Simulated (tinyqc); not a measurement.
Worked calculation: concentration-dependent dopant diffusion with charged defects and the built-in field. Computed by tinyqc, a small Python program that keeps every step. Command: `OMP_NUM_THREADS=1 python tinyqc.py 3012193 3012194 out.jsonl extrinsic walk`. One thread of a shared host (Intel(R) Xeon(R) Processor @ 2.30GHz), about 0.05 s of CPU time with the checks. Intermediate numbers are printed to about 6 digits and carried at full precision; extremes and crossings named in words are read from the listed rows.

A constant source C_s feeds a half space. The dopant moves through neutral point defects and through charged ones, whose number grows with the majority carrier density n.

Inputs (values chosen for the exercise, modelled on phosphorus in silicon):
```
quantity,value,unit
neutral prefactor D0x,4.01,cm^2/s
neutral activation energy E0,3.66,eV
singly charged prefactor D01,3.93,cm^2/s
activation energy E1,4.02,eV
doubly charged prefactor D02,38,cm^2/s
activation energy E2,4.37,eV
surface concentration C_s,5.4e+18,1/cm^3
junction level C_B,4.8e+16,1/cm^3
temperature T,925,C
time t,39,s
```

Field enhancement: on.

Constants: k_B = 8.617333262e-05 eV/K.

## Intrinsic density and partial diffusivities

n_i = 3.87e16 T^1.5 exp(-7014/T) per cm^3 (T in kelvin, an empirical form); each D = prefactor x exp(-E/(k_B T)); the intrinsic diffusivity D_i is their sum. Temperatures in kelvin are T(C) + 273.15.

n_i = 4.60370e+18 1/cm^3

partial diffusivities (cm^2/s): Dx 1.61468e-15, D1 4.84247e-17, D2 1.57853e-17

intrinsic diffusivity D_i = 1.67889e-15 cm^2/s

## Diffusivity at the surface

n = C/2 + sqrt(C^2/4 + n_i^2); D(C) = h [Dx + D1 (n/n_i) + D2 (n/n_i)^2], h = 1 + C/sqrt(C^2 + 4 n_i^2).

n/n_i = 1.74578

field factor h = 1.50590

surface diffusivity D_s = 2.63130e-15 cm^2/s

enhancement D_s/D_i = 1.56728

C_s is 1.17 times n_i: diffusion is extrinsic near the surface.

## Similarity solution

With y = x/sqrt(D_s t), u = C/C_s and q = -(D/D_s) du/dy: du/dy = -q D_s/D, dq/dy = -(y/2) q D_s/D, u(0) = 1. The surface flux q(0) is shot so that u tends to 0 (LSODA, an adaptive multistep solver, relative tolerance 1e-10). Dose Q = 2 q(0) C_s sqrt(D_s t). The junction lies where C = C_B.

surface flux q(0) = 0.527912

dose Q = 1.82643e+12 1/cm^2

junction in units of sqrt(D_s t) = 3.13436

junction depth x_j = 10.0407 nm

For a constant D, q(0) = 1/sqrt(pi) = 0.5642; for D proportional to C it tends to 0.444, with the front at y = 1.616.

## Where the concentration falls to given levels

For comparison, erfc profiles with a constant D: x = 2 sqrt(D t) erfc^-1(C/C_s), with D = D_i and D = D_s.

Depth (nm):
```
C/C_s,D/D_s,full,erfc with D_i,erfc with D_s
8.00e-01,0.936729,1.1898,0.9168,1.1478
5.00e-01,0.831517,3.0124,2.4408,3.0557
2.00e-01,0.716695,5.3601,4.6376,5.8059
1.00e-01,0.677368,6.6648,5.9523,7.4518
3.00e-02,0.649822,8.4963,7.8530,9.8313
1.00e-02,0.641968,9.9005,9.3213,11.6694
1.00e-03,0.638438,12.3878,11.9076,14.9073
1.00e-04,0.638085,14.4954,14.0791,17.6258
```

The depth between C/C_s = 0.1 and 1e-4 spans 7.83 nm in the full profile, against 8.13 nm for D_i and 10.2 nm for D_s; the ratio of the depths at 1e-4 and at 0.5 is 4.81, against 5.77 for any erfc. The profile is moderately steepened.

Checks made by the program: dose from the flux against the area under the profile (relative difference 2e-07).
